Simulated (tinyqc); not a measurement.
# Changing the mean free path l

Model: BCS gap equation with a constant attraction inside the Debye window. Computed by tinyqc, a small Python program. Command: `OMP_NUM_THREADS=1 python tinyqc.py 3028287 3028288 out.jsonl bcs sweep`. One thread of a shared host (Intel(R) Xeon(R) Processor @ 2.30GHz), about 0.01 s of CPU time with the checks.

Pairs attract with strength V for |xi| < k_B Theta; N(0) is the density of states for one spin. Energies are given as temperatures (E/k_B, in K) unless marked.

Inputs (values chosen for the exercise, modelled on lead):
```
quantity                   value      unit
coupling N(0)V             0.369         -
Debye temperature Theta     96.3         K
Fermi velocity v_F       1.6e+06       m/s
electron density n            13  1e28/m^3
```

Solver: secant.

Constants: k_B = 8.617333262e-05 eV/K; hbar = 1.054571817e-34 J s; k_B = 1.380649e-23 J/K; m_0 = 9.1093837015e-31 kg; eps_0 = 8.8541878128e-12 F/m; c = 299792458 m/s; e = 1.602176634e-19 C.

Method. At T = 0 the gap equation 1/(N(0)V) = int_0^Theta d xi/sqrt(xi^2 + Delta^2) has the integral arcsinh(Theta/Delta), so Delta_0 = Theta/sinh(1/(N(0)V)); weak coupling gives 2 Theta exp(-1/(N(0)V)). xi_0 = hbar v_F/(pi Delta_0); lambda_L = sqrt(m_0 eps_0 c^2/(n e^2)); N(0) = 3 n/(2 m_0 v_F^2) for one spin; condensation energy N(0) Delta_0^2/2 = B_c^2/(2 mu_0), mu_0 = 1/(eps_0 c^2); with scattering lambda = lambda_L sqrt(1 + xi_0/l) in the local limit (where xi_0 and l both exceed lambda, nonlocal response makes the true depth larger); Ginzburg-Landau kappa = 0.96 lambda_L/xi_0 + 0.72 lambda_L/l. Free-electron mass throughout; heavier carriers, as in niobium or vanadium, give a larger lambda_L and kappa and can make the metal type II.

One run for each value:
```
mean free path l (nm)  Ginzburg-Landau kappa  depth with scattering (nm)  coherence length xi_0 (nm)
1                                     10.659                      256.65                      302.22
3                                      3.584                      148.66                      302.22
8                                      1.373                       91.78                      302.22
20                                     0.577                       59.16                      302.22
70                                     0.198                       33.99                      302.22
200                                    0.100                       23.36                      302.22
600                                    0.065                       18.07                      302.22
2000                                   0.052                       15.81                      302.22
5000                                   0.049                       15.18                      302.22
```

Describe and explain the trends.

Over the rows, Ginzburg-Landau kappa falls from 10.7 to 0.0489 (exponent d ln y / d ln x -0.99 between the first rows and -0.069 between the last); depth with scattering (nm) falls from 257 to 15.2 (exponent d ln y / d ln x -0.50 between the first rows and -0.045 between the last); coherence length xi_0 (nm) does not change. At the low end the exponent of Ginzburg-Landau kappa is -0.99, close to -1: the dirty limit. At the low end the exponent of depth with scattering is -0.50, close to -0.50: the dirty limit. The metal turns from type II to type I between l = 8.0 and 20 nm.
